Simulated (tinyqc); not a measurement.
Bloch-Grueneisen resistivity of a metal: one step, computed by the program tinyqc.

Electrons scatter from a Debye spectrum of phonons (n = 5 for scattering within one band, n = 3 for scattering into a second, heavy band) and from static defects.

Question. Scale of the phonon resistivity. rho_ph = (n - 1) rho_1 (T/Theta)^n J_n(Theta/T), with rho_1 = 2 pi lambda_tr k_B Theta/(hbar eps_0 w_p^2), the high-temperature line at T = Theta.

Inputs (values chosen for the exercise, modelled on iridium): Debye temperature Theta = 313 K; transport coupling lambda_tr = 0.37; Drude plasma energy hbar w_p = 9.1 eV.

Addition: saturation.

Constants: k_B = 1.380649e-23 J/K; hbar = 1.054571817e-34 J s; eps_0 = 8.8541878128e-12 F/m; hbar = 6.582119569e-16 eV s.

Give: rho_1.

Answer.

rho_1 = 5.629 microohm cm
